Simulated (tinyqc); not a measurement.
RHF in the sto-6g basis, for BeH2, spin multiplicity 1, step by step. Computed by tinyqc, a small Python program that keeps every step (integrals from PySCF). Settings: charge = 0, multiplicity = 1, basis = sto-6g, energy threshold = 1e-08, iteration cap = 50, orthogonalisation = canonical, start = highest core orbitals, DIIS depth = 8, DIIS from iteration = 2, method = RHF. Command: `OMP_NUM_THREADS=1 python tinyqc.py 21581 21582 out.jsonl` (the two numbers bound the seeds that draw the settings). One thread of a shared host (Intel(R) Xeon(R) Processor @ 2.60GHz), about 0.1 s of CPU time with the checks. Later iterations appear only in the table of the cycle.

## One-electron integrals

Geometry (angstrom):
```
atom,x,y,z
Be,0.00000,0.00000,0.00000
H,0.00000,1.25900,0.10600
H,0.00000,-1.25900,0.10600
```

Basis sto-6g: exponents (1/bohr^2) and contraction coefficients of normalised primitives:
```
element,l (shell),exponent,coefficient
Be,s (1),312.87049,0.00916
Be,s (1),57.36446,0.04936
Be,s (1),16.04851,0.16854
Be,s (1),5.51310,0.37056
Be,s (1),2.14090,0.41649
Be,s (1),0.88174,0.13033
Be,s (2),13.63325,-0.01325
Be,s (2),2.69838,-0.04699
Be,s (2),0.83865,-0.03379
Be,s (2),0.32266,0.25024
Be,s (2),0.14013,0.59512
Be,s (2),0.06423,0.24071
Be,p (3),13.63325,0.00376
Be,p (3),2.69838,0.03768
Be,p (3),0.83865,0.17390
Be,p (3),0.32266,0.41804
Be,p (3),0.14013,0.42586
Be,p (3),0.06423,0.10171
H,s (1),35.52322,0.00916
H,s (1),6.51314,0.04936
H,s (1),1.82214,0.16854
H,s (1),0.62596,0.37056
H,s (1),0.24308,0.41649
H,s (1),0.10011,0.13033
```

Overlap, kinetic and nuclear-attraction integrals over the contracted functions; the nuclear repulsion is the sum of Za Zb / Rab.

nuclear repulsion = 3.5608269 hartree

overlap S, lower triangle:
```
,1Be 1s,1Be 2s,1Be 2px,1Be 2py,1Be 2pz,2H 1s,3H 1s
1Be 1s,1.00000
1Be 2s,0.25476,1.00000
1Be 2px,0.00000,0.00000,1.00000
1Be 2py,0.00000,0.00000,0.00000,1.00000
1Be 2pz,0.00000,0.00000,0.00000,0.00000,1.00000
2H 1s,0.08529,0.49178,0.00000,0.54342,0.04575,1.00000
3H 1s,0.08529,0.49178,0.00000,-0.54342,0.04575,0.05068,1.00000
```

kinetic energy T (hartree), lower triangle:
```
,1Be 1s,1Be 2s,1Be 2px,1Be 2py,1Be 2pz,2H 1s,3H 1s
1Be 1s,6.76875
1Be 2s,-0.20738,0.22012
1Be 2px,0.00000,0.00000,0.66127
1Be 2py,0.00000,0.00000,0.00000,0.66127
1Be 2pz,0.00000,0.00000,0.00000,0.00000,0.66127
2H 1s,-0.01309,0.08118,0.00000,0.21800,0.01835,0.76852
3H 1s,-0.01309,0.08118,0.00000,-0.21800,0.01835,-0.00990,0.76852
```

nuclear attraction V (hartree), lower triangle:
```
,1Be 1s,1Be 2s,1Be 2px,1Be 2py,1Be 2pz,2H 1s,3H 1s
1Be 1s,-15.55246
1Be 2s,-1.86410,-3.07023
1Be 2px,0.00000,0.00000,-2.98709
1Be 2py,0.00000,0.00000,0.00000,-3.23443
1Be 2pz,-0.00357,-0.02641,0.00000,0.00000,-2.98884
2H 1s,-0.68847,-1.50000,0.00000,-1.62893,-0.14072,-3.10724
3H 1s,-0.68847,-1.50000,0.00000,1.62893,-0.14072,-0.17533,-3.10724
```

core Hamiltonian H = T + V (hartree), lower triangle:
```
,1Be 1s,1Be 2s,1Be 2px,1Be 2py,1Be 2pz,2H 1s,3H 1s
1Be 1s,-8.78371
1Be 2s,-2.07149,-2.85011
1Be 2px,0.00000,0.00000,-2.32582
1Be 2py,0.00000,0.00000,0.00000,-2.57316
1Be 2pz,-0.00357,-0.02641,0.00000,0.00000,-2.32758
2H 1s,-0.70156,-1.41882,0.00000,-1.41093,-0.12236,-2.33872
3H 1s,-0.70156,-1.41882,0.00000,1.41093,-0.12236,-0.18523,-2.33872
```

## Two-electron integrals

Functions are numbered as in S; the eight-fold symmetry (ij|kl) = (ji|kl) = (kl|ij) leaves the list below.

Two-electron integrals (ij|kl) in chemists' order, unique and non-zero (hartree):
```
i,j,k,l,(ij|kl)
1,1,1,1,2.30000
2,1,1,1,0.36188
2,1,2,1,0.07193
2,2,1,1,0.57033
2,2,2,1,0.13965
2,2,2,2,0.41777
3,1,3,1,0.01525
3,2,3,1,0.02255
3,2,3,2,0.09234
3,3,1,1,0.57033
3,3,2,1,0.13965
3,3,2,2,0.41777
3,3,3,3,0.45012
4,1,4,1,0.01525
4,2,4,1,0.02255
4,2,4,2,0.09234
4,3,4,3,0.02426
4,4,1,1,0.57033
4,4,2,1,0.13965
4,4,2,2,0.41777
4,4,3,3,0.40160
4,4,4,4,0.45012
5,1,5,1,0.01525
5,2,5,1,0.02255
5,2,5,2,0.09234
5,3,5,3,0.02426
5,4,5,4,0.02426
5,5,1,1,0.57033
5,5,2,1,0.13965
5,5,2,2,0.41777
5,5,3,3,0.40160
5,5,4,4,0.40160
5,5,5,5,0.45012
6,1,1,1,0.12584
6,1,2,1,0.02422
6,1,2,2,0.04658
6,1,3,3,0.04620
6,1,4,1,0.00237
6,1,4,2,0.00451
6,1,4,4,0.04733
6,1,5,1,0.00020
6,1,5,2,0.00038
6,1,5,4,0.00010
6,1,5,5,0.04621
6,1,6,1,0.00862
6,2,1,1,0.24949
6,2,2,1,0.06175
6,2,2,2,0.19529
6,2,3,3,0.18857
6,2,4,1,0.00861
6,2,4,2,0.04680
6,2,4,4,0.20861
6,2,5,1,0.00072
6,2,5,2,0.00394
6,2,5,4,0.00169
6,2,5,5,0.18871
6,2,6,1,0.02275
6,2,6,2,0.12671
6,3,3,1,0.00659
6,3,3,2,0.02834
6,3,4,3,0.00857
6,3,5,3,0.00072
6,3,6,3,0.01314
6,4,1,1,0.25049
6,4,2,1,0.06290
6,4,2,2,0.20825
6,4,3,3,0.19612
6,4,4,1,0.01415
6,4,4,2,0.07355
6,4,4,4,0.23238
6,4,5,1,0.00064
6,4,5,2,0.00381
6,4,5,4,0.00233
6,4,5,5,0.19626
6,4,6,1,0.02453
6,4,6,2,0.15491
6,4,6,4,0.19800
6,5,1,1,0.02109
6,5,2,1,0.00530
6,5,2,2,0.01753
6,5,3,3,0.01651
6,5,4,1,0.00064
6,5,4,2,0.00381
6,5,4,4,0.01812
6,5,5,1,0.00664
6,5,5,2,0.02866
6,5,5,4,0.00871
6,5,5,5,0.01797
6,5,6,1,0.00206
6,5,6,2,0.01304
6,5,6,4,0.01556
6,5,6,5,0.01445
6,6,1,1,0.41354
6,6,2,1,0.10452
6,6,2,2,0.36435
6,6,3,3,0.33826
6,6,4,1,0.01883
6,6,4,2,0.12498
6,6,4,4,0.41598
6,6,5,1,0.00159
6,6,5,2,0.01052
6,6,5,4,0.00654
6,6,5,5,0.33881
6,6,6,1,0.04020
6,6,6,2,0.28931
6,6,6,4,0.37817
6,6,6,5,0.03184
6,6,6,6,0.77500
7,1,1,1,0.12584
7,1,2,1,0.02422
7,1,2,2,0.04658
7,1,3,3,0.04620
7,1,4,1,-0.00237
7,1,4,2,-0.00451
7,1,4,4,0.04733
7,1,5,1,0.00020
7,1,5,2,0.00038
7,1,5,4,-0.00010
7,1,5,5,0.04621
7,1,6,1,0.00782
7,1,6,2,0.01898
7,1,6,4,0.01840
7,1,6,5,0.00173
7,1,6,6,0.03139
7,1,7,1,0.00862
7,2,1,1,0.24949
7,2,2,1,0.06175
7,2,2,2,0.19529
7,2,3,3,0.18857
7,2,4,1,-0.00861
7,2,4,2,-0.04680
7,2,4,4,0.20861
7,2,5,1,0.00072
7,2,5,2,0.00394
7,2,5,4,-0.00169
7,2,5,5,0.18871
7,2,6,1,0.01898
7,2,6,2,0.07201
7,2,6,4,0.06843
7,2,6,5,0.00728
7,2,6,6,0.12348
7,2,7,1,0.02275
7,2,7,2,0.12671
7,3,3,1,0.00659
7,3,3,2,0.02834
7,3,4,3,-0.00857
7,3,5,3,0.00072
7,3,6,3,0.00623
7,3,7,3,0.01314
7,4,1,1,-0.25049
7,4,2,1,-0.06290
7,4,2,2,-0.20825
7,4,3,3,-0.19612
7,4,4,1,0.01415
7,4,4,2,0.07355
7,4,4,4,-0.23238
7,4,5,1,-0.00064
7,4,5,2,-0.00381
7,4,5,4,0.00233
7,4,5,5,-0.19626
7,4,6,1,-0.01840
7,4,6,2,-0.06843
7,4,6,4,-0.06081
7,4,6,5,-0.00680
7,4,6,6,-0.11346
7,4,7,1,-0.02453
7,4,7,2,-0.15491
7,4,7,4,0.19800
7,5,1,1,0.02109
7,5,2,1,0.00530
7,5,2,2,0.01753
7,5,3,3,0.01651
7,5,4,1,-0.00064
7,5,4,2,-0.00381
7,5,4,4,0.01812
7,5,5,1,0.00664
7,5,5,2,0.02866
7,5,5,4,-0.00871
7,5,5,5,0.01797
7,5,6,1,0.00173
7,5,6,2,0.00728
7,5,6,4,0.00680
7,5,6,5,0.00695
7,5,6,6,0.01285
7,5,7,1,0.00206
7,5,7,2,0.01304
7,5,7,4,-0.01556
7,5,7,5,0.01445
7,6,1,1,0.03140
7,6,2,1,0.00755
7,6,2,2,0.02189
7,6,3,3,0.02148
7,6,4,4,0.02267
7,6,5,1,0.00016
7,6,5,2,0.00074
7,6,5,5,0.02152
7,6,6,1,0.00254
7,6,6,2,0.01061
7,6,6,4,0.01156
7,6,6,5,0.00118
7,6,6,6,0.02064
7,6,7,1,0.00254
7,6,7,2,0.01061
7,6,7,4,-0.01156
7,6,7,5,0.00118
7,6,7,6,0.00118
7,7,1,1,0.41354
7,7,2,1,0.10452
7,7,2,2,0.36435
7,7,3,3,0.33826
7,7,4,1,-0.01883
7,7,4,2,-0.12498
7,7,4,4,0.41598
7,7,5,1,0.00159
7,7,5,2,0.01052
7,7,5,4,-0.00654
7,7,5,5,0.33881
7,7,6,1,0.03139
7,7,6,2,0.12348
7,7,6,4,0.11346
7,7,6,5,0.01285
7,7,6,6,0.21005
7,7,7,1,0.04020
7,7,7,2,0.28931
7,7,7,4,-0.37817
7,7,7,5,0.03184
7,7,7,6,0.02064
7,7,7,7,0.77500
```

## Orthogonalisation

S = U s U^T; canonical form X = U s^(-1/2), so that X^T S X = 1. Each column of U has its largest component positive (the first on a tie).

eigenvalues of S: 0.20573  0.31110  0.92290  1.00000  1.00631  1.74359  1.81036

X:
```
,1,2,3,4,5,6,7
1Be 1s,0.00000,-0.27392,0.93903,0.00000,-0.25629,0.00000,0.23118
1Be 2s,0.00000,1.30545,-0.12803,0.00000,-0.05059,0.00000,0.49974
1Be 2px,0.00000,0.00000,0.00000,1.00000,0.00000,0.00000,0.00000
1Be 2py,1.53305,0.00000,0.00000,0.00000,0.00000,0.54426,0.00000
1Be 2pz,0.00000,0.11203,0.27677,0.00000,0.95747,0.00000,0.03973
2H 1s,-1.12036,-0.84340,-0.23319,0.00000,0.06606,0.37237,0.35186
3H 1s,1.12036,-0.84340,-0.23319,0.00000,0.06606,-0.37237,0.35186
```

## Starting guess

The start is the highest orbitals of the core Hamiltonian (a deliberately bad start); D = 2 C_occ C_occ^T.

D at the start, lower triangle:
```
,1Be 1s,1Be 2s,1Be 2px,1Be 2py,1Be 2pz,2H 1s,3H 1s
1Be 1s,0.02868
1Be 2s,-0.27110,2.60476
1Be 2px,0.00000,0.00000,0.00000
1Be 2py,0.00000,0.00000,0.00000,3.46442
1Be 2pz,0.03050,-0.00158,0.00000,0.00000,1.99437
2H 1s,0.21574,-2.10249,0.00000,-3.10596,-0.20152,4.50227
3H 1s,0.21574,-2.10249,0.00000,3.10596,-0.20152,-1.06688,4.50227
```

## Iteration 1: building the Fock matrix

J_ij = sum D_kl (ij|kl), K_ij = sum D_kl (ik|jl); F = H + J - 0.5 K; E = tr D H + tr D J / 2 - 0.25 tr D K + E_nn.

Coulomb J (hartree), lower triangle:
```
,1Be 1s,1Be 2s,1Be 2px,1Be 2py,1Be 2pz,2H 1s,3H 1s
1Be 1s,3.00665
1Be 2s,0.73845,2.33985
1Be 2px,0.00000,0.00000,2.22529
1Be 2py,0.00000,0.00000,0.00000,2.47136
1Be 2pz,-0.00440,-0.00895,0.00000,0.00000,2.32289
2H 1s,0.24833,1.20409,0.00000,1.36345,0.10966,2.63519
3H 1s,0.24833,1.20409,0.00000,-1.36345,0.10966,0.12701,2.63519
```

exchange K (hartree), lower triangle:
```
,1Be 1s,1Be 2s,1Be 2px,1Be 2py,1Be 2pz,2H 1s,3H 1s
1Be 1s,0.07656
1Be 2s,0.06811,0.33219
1Be 2px,0.00000,0.00000,0.12647
1Be 2py,0.00000,0.00000,0.00000,0.25388
1Be 2pz,-0.00801,-0.10339,0.00000,0.00000,0.96782
2H 1s,0.00691,0.13958,0.00000,0.23239,-0.00085,0.94994
3H 1s,0.00691,0.13958,0.00000,-0.23239,-0.00085,0.01944,0.94994
```

Fock matrix F (hartree), lower triangle:
```
,1Be 1s,1Be 2s,1Be 2px,1Be 2py,1Be 2pz,2H 1s,3H 1s
1Be 1s,-5.81533
1Be 2s,-1.36709,-0.67636
1Be 2px,0.00000,0.00000,-0.16377
1Be 2py,0.00000,0.00000,0.00000,-0.22873
1Be 2pz,-0.00396,0.01632,0.00000,0.00000,-0.48860
2H 1s,-0.45669,-0.28453,0.00000,-0.16368,-0.01228,-0.17850
3H 1s,-0.45669,-0.28453,0.00000,0.16368,-0.01228,-0.06794,-0.17850
```

total energy of this density = -2.5357247 hartree

## Iteration 1: diagonalisation and new density

Diagonalise F' = X^T F X, C = X C', fill 3 alpha and 3 beta electrons from the bottom; D = 2 C_occ C_occ^T. Each column has its largest component positive (the first on a tie).

F' = X^T F X (hartree), lower triangle:
```
,1,2,3,4,5,6,7
1,0.30939
2,0.00000,-0.12729
3,0.00000,0.56173,-4.50849
4,0.00000,0.00000,0.00000,-0.16377
5,0.00000,-0.16323,1.17975,0.00000,-0.83726
6,-0.08586,0.00000,0.00000,0.00000,0.00000,-0.23111
7,0.00000,0.09180,-1.94616,0.00000,0.58106,0.00000,-1.20622
```

orbital energies (hartree): MO1 -5.81811, MO2 -0.49146, MO3 -0.37661, MO4 -0.24442, MO5 -0.16377, MO6 0.00693, MO7 0.32270

coefficients C:
```
,MO1,MO2,MO3,MO4,MO5,MO6,MO7
1Be 1s,1.00595,0.03671,-0.23902,0.00000,0.00000,-0.07434,0.00000
1Be 2s,-0.02808,-0.15667,1.02448,0.00000,0.00000,0.94763,0.00000
1Be 2px,0.00000,0.00000,0.00000,0.00000,1.00000,0.00000,0.00000
1Be 2py,0.00000,0.00000,0.00000,0.77271,0.00000,0.00000,1.43157
1Be 2pz,0.00031,0.98808,0.15749,0.00000,0.00000,0.07989,0.00000
2H 1s,0.00554,-0.00580,-0.00344,0.19632,0.00000,-0.94541,-1.16419
3H 1s,0.00554,-0.00580,-0.00344,-0.19632,0.00000,-0.94541,1.16419
```

D after iteration 1, lower triangle:
```
,1Be 1s,1Be 2s,1Be 2px,1Be 2py,1Be 2pz,2H 1s,3H 1s
1Be 1s,2.14085
1Be 2s,-0.55774,2.14978
1Be 2px,0.00000,0.00000,0.00000
1Be 2py,0.00000,0.00000,0.00000,0.00000
1Be 2pz,-0.00211,0.01305,0.00000,0.00000,2.00220
2H 1s,0.01235,-0.00554,0.00000,0.00000,-0.01253,0.00015
3H 1s,0.01235,-0.00554,0.00000,0.00000,-0.01253,0.00015,0.00015
```

## Iteration 2: building the Fock matrix

As before.

Coulomb J (hartree), lower triangle:
```
,1Be 1s,1Be 2s,1Be 2px,1Be 2py,1Be 2pz,2H 1s,3H 1s
1Be 1s,6.88805
1Be 2s,1.27393,2.79702
1Be 2px,0.00000,0.00000,2.76481
1Be 2py,0.00000,0.00000,0.00000,2.76437
1Be 2pz,0.00019,0.00081,0.00000,0.00000,2.86187
2H 1s,0.43492,1.26140,0.00000,1.30494,0.11297,2.22687
3H 1s,0.43492,1.26140,0.00000,-1.30494,0.11297,0.14882,2.22687
```

exchange K (hartree), lower triangle:
```
,1Be 1s,1Be 2s,1Be 2px,1Be 2py,1Be 2pz,2H 1s,3H 1s
1Be 1s,4.71111
1Be 2s,0.76745,1.07980
1Be 2px,0.00000,0.00000,0.25424
1Be 2py,0.00000,0.00000,0.00000,0.25357
1Be 2pz,0.00002,0.00079,0.00000,0.00000,1.10603
2H 1s,0.26762,0.46724,0.00000,0.11486,0.04210,0.29177
3H 1s,0.26762,0.46724,0.00000,-0.11486,0.04210,0.16353,0.29177
```

Fock matrix F (hartree), lower triangle:
```
,1Be 1s,1Be 2s,1Be 2px,1Be 2py,1Be 2pz,2H 1s,3H 1s
1Be 1s,-4.25121
1Be 2s,-1.18128,-0.59299
1Be 2px,0.00000,0.00000,0.31187
1Be 2py,0.00000,0.00000,0.00000,0.06442
1Be 2pz,-0.00340,-0.02599,0.00000,0.00000,-0.01872
2H 1s,-0.40045,-0.39104,0.00000,-0.16342,-0.03044,-0.25773
3H 1s,-0.40045,-0.39104,0.00000,0.16342,-0.03044,-0.11817,-0.25773
```

total energy of this density = -14.6321725 hartree

## Iteration 2: diagonalisation and new density

As before.

F' = X^T F X (hartree), lower triangle:
```
,1,2,3,4,5,6,7
1,0.92380
2,0.00000,0.33647
3,0.00000,0.29813,-3.20466
4,0.00000,0.00000,0.00000,0.31187
5,0.00000,-0.08264,0.95632,0.00000,-0.30300
6,0.18291,0.00000,0.00000,0.00000,0.00000,-0.15210
7,0.00000,0.11111,-1.44709,0.00000,0.42812,0.00000,-1.14949
```

orbital energies (hartree): MO1 -4.25386, MO2 -0.41212, MO3 -0.18234, MO4 -0.01623, MO5 0.31187, MO6 0.36153, MO7 0.95405

coefficients C:
```
,MO1,MO2,MO3,MO4,MO5,MO6,MO7
1Be 1s,0.99272,-0.22872,0.00000,0.02970,0.00000,-0.19301,0.00000
1Be 2s,0.02937,0.55600,0.00000,-0.11421,0.00000,1.28446,0.00000
1Be 2px,0.00000,0.00000,0.00000,0.00000,1.00000,0.00000,0.00000
1Be 2py,0.00000,0.00000,0.28685,0.00000,0.00000,0.00000,1.60131
1Be 2pz,0.00122,0.05730,0.00000,0.99394,0.00000,0.12757,0.00000
2H 1s,-0.00313,0.38254,0.55016,0.00663,0.00000,-0.86457,-1.04460
3H 1s,-0.00313,0.38254,-0.55016,0.00663,0.00000,-0.86457,1.04460
```

D after iteration 2, lower triangle:
```
,1Be 1s,1Be 2s,1Be 2px,1Be 2py,1Be 2pz,2H 1s,3H 1s
1Be 1s,2.07563
1Be 2s,-0.19604,0.61999
1Be 2px,0.00000,0.00000,0.00000
1Be 2py,0.00000,0.00000,0.00000,0.16457
1Be 2pz,-0.02379,0.06378,0.00000,0.00000,0.00657
2H 1s,-0.18120,0.42520,0.00000,0.31563,0.04383,0.89805
3H 1s,-0.18120,0.42520,0.00000,-0.31563,0.04383,-0.31266,0.89805
```

## Iteration 9 (converged): orbitals

converged F (hartree), lower triangle:
```
,1Be 1s,1Be 2s,1Be 2px,1Be 2py,1Be 2pz,2H 1s,3H 1s
1Be 1s,-4.58588
1Be 2s,-1.24932,-0.61750
1Be 2px,0.00000,0.00000,0.20656
1Be 2py,0.00000,0.00000,0.00000,-0.26813
1Be 2pz,0.00159,-0.02181,0.00000,0.00000,0.20416
2H 1s,-0.42408,-0.44553,0.00000,-0.34374,-0.02381,-0.35244
3H 1s,-0.42408,-0.44553,0.00000,0.34374,-0.02381,-0.07005,-0.35244
```

As before.

F' = X^T F X (hartree), lower triangle:
```
,1,2,3,4,5,6,7
1,1.02249
2,0.00000,0.47132
3,0.00000,0.34507,-3.45703
4,0.00000,0.00000,0.00000,0.20656
5,0.00000,-0.08385,1.09292,0.00000,-0.12174
6,0.03865,0.00000,0.00000,0.00000,0.00000,-0.43639
7,0.00000,0.14398,-1.53122,0.00000,0.47383,0.00000,-1.24578
```

orbital energies (hartree): MO1 -4.58752, MO2 -0.47132, MO3 -0.43741, MO4 0.20368, MO5 0.20656, MO6 0.50193, MO7 1.02351

coefficients C:
```
,MO1,MO2,MO3,MO4,MO5,MO6,MO7
1Be 1s,0.99458,-0.22083,0.00000,0.03126,0.00000,-0.19241,0.00000
1Be 2s,0.02149,0.53255,0.00000,-0.15355,0.00000,1.29044,0.00000
1Be 2px,0.00000,0.00000,0.00000,0.00000,1.00000,0.00000,0.00000
1Be 2py,0.00000,0.00000,0.50350,0.00000,0.00000,0.00000,1.54692
1Be 2pz,-0.00012,0.02037,0.00000,0.98851,0.00000,0.17294,0.00000
2H 1s,-0.00143,0.40019,0.40188,0.05852,0.00000,-0.85457,-1.11012
3H 1s,-0.00143,0.40019,-0.40188,0.05852,0.00000,-0.85457,1.11012
```

D after iteration 9, lower triangle:
```
,1Be 1s,1Be 2s,1Be 2px,1Be 2py,1Be 2pz,2H 1s,3H 1s
1Be 1s,2.07591
1Be 2s,-0.19246,0.56815
1Be 2px,0.00000,0.00000,0.00000
1Be 2py,0.00000,0.00000,0.00000,0.50702
1Be 2pz,-0.00924,0.02169,0.00000,0.00000,0.00083
2H 1s,-0.17959,0.42619,0.00000,0.40470,0.01631,0.64334
3H 1s,-0.17959,0.42619,0.00000,-0.40470,0.01631,-0.00271,0.64334
```

## Convergence

Stop when the energy changes by less than 1e-08 hartree and every element of the error matrix X^T (F D S - S D F) X is below 3e-05.

Course of the cycle:
```
iteration,E (hartree),change,largest element of the error matrix
1,-2.5357247,-,1.57e-01
2,-14.6321725,-1.21e+01,4.85e-01
3,-15.6767706,-1.04e+00,3.34e-01
4,-15.7193268,-4.26e-02,1.09e-01
5,-15.7247085,-5.38e-03,9.29e-03
6,-15.7247494,-4.10e-05,7.80e-04
7,-15.7247496,-1.57e-07,5.45e-04
8,-15.7247498,-1.59e-07,3.13e-05
9,-15.7247498,-5.31e-10,1.37e-06
```

PySCF RHF in the same basis = -15.7247498 hartree

Converged in 9 iterations.

## Populations, bond orders and dipole

Mulliken: Z minus the diagonal of D S on the atom; Loewdin: the same with S^(1/2) D S^(1/2); Mayer order: 2 sum_s sum (D(s) S)_ij (D(s) S)_ji over the two atoms.

Charges (e):
```
atom,Mulliken,Loewdin
1Be,0.11628,0.08667
2H,-0.05814,-0.04334
3H,-0.05814,-0.04334
```

Mayer bond orders:
```
pair,order
2-1,0.99659
3-1,0.99659
3-2,2.50e-05
```

dipole moment about the origin, x y z (debye): 0.00000  0.00000  -0.39571
